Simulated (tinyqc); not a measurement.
Surface approximation against the full path: Rutherford backscattering from a thin compound film on silicon: kinematics, yields, composition and thickness. Computed by tinyqc, a small Python program. Command: `OMP_NUM_THREADS=1 python tinyqc.py 3003817 3003818 out.jsonl rbs walk`. One thread of a shared host (Intel(R) Xeon(R) Processor @ 2.30GHz), about 0.01 s of CPU time with the checks.

Singly charged helium ions (Z1 = 2, M1 = 4.0026 u) enter at the tilt angle a1 to the normal and leave at a2 = |180 - theta - tilt| in the same plane. The film is A B_x.

Inputs (values chosen for the exercise, modelled on a helium beam on SiGe):
```
quantity                                value           unit
beam energy E0                            2.2            MeV
scattering angle theta                    170        degrees
tilt of the sample                         30        degrees
heavy element: mass M_A                  72.6              u
heavy element: stopping eps_A at 2 MeV   74.9  1e-15 eV cm^2
light element: mass M_B                 28.09              u
light element: stopping eps_B at 2 MeV   47.4  1e-15 eV cm^2
atoms of B per atom of A, x              2.76              -
atomic density of the film               49.3         1/nm^3
film thickness d                           28             nm
detector resolution (FWHM)                 11            keV
```

Method:
- Kinematic factor K = [(sqrt(M^2 - M1^2 sin^2 theta) + M1 cos theta)/(M + M1)]^2.
- Surface edges lie at K E0; substrate silicon has M = 28.09 u. Mass resolution at M_A = resolution/(E0 dK/dM).
- Stopping per atom eps(E) = eps(2 MeV) (E/2 MeV)^(-0.4) (a law chosen for the exercise); Bragg rule eps_film = (eps_A + x eps_B)/(1 + x); areal density N d, with 1/nm^2 = 0.1 x 1e15/cm^2.
- Width of the signal of element i: [K_i eps(E0)/cos a1 + eps(K_i E0)/cos a2] N d; depth resolution = resolution x d/width of A; energy lost on the way in = eps(E0) N d/cos a1.
- Surface approximation as above. Full path: dE/ds = -eps(E) integrates to E^1.4 = E(start)^1.4 - 1.4 eps(2 MeV) 2000^0.4 s (keV), applied in (s = N d/cos a1), then K, then out (s = N d/cos a2); width = K E0 - exit energy. The last column is the error in thickness if the full width is read with the surface formula.

energy lost on the way in = 8.39488 keV

widths (keV): A 15.1886, B 14.4659

surface edges (keV): A 1767.17, B 1244.72, Si 1244.72

kinematic factors: A 0.803259, B 0.565784, Si 0.565784

Widths (keV):
```
d (nm)  A, surface  A, full  B, full  error (%)
5             2.71     2.71     2.58     0.0307
10            5.42     5.43     5.17     0.0615
20           10.85    10.86    10.35     0.1232
50           27.12    27.21    25.94     0.3098
100          54.24    54.58    52.10     0.6255
150          81.37    82.14    78.50     0.9473
200         108.49   109.87   105.14     1.2754
300         162.73   165.91   159.17     1.9517
```

The error grows roughly in proportion to thickness, from 0.03 % to 2.0 %, because the ion slows and the stopping rises along the path. The signals of A and B would overlap once the width of A exceeds the gap between the edges, 522 keV. Caution: the silicon signal of the film merges with that of the substrate, so only the width of A can be read directly.
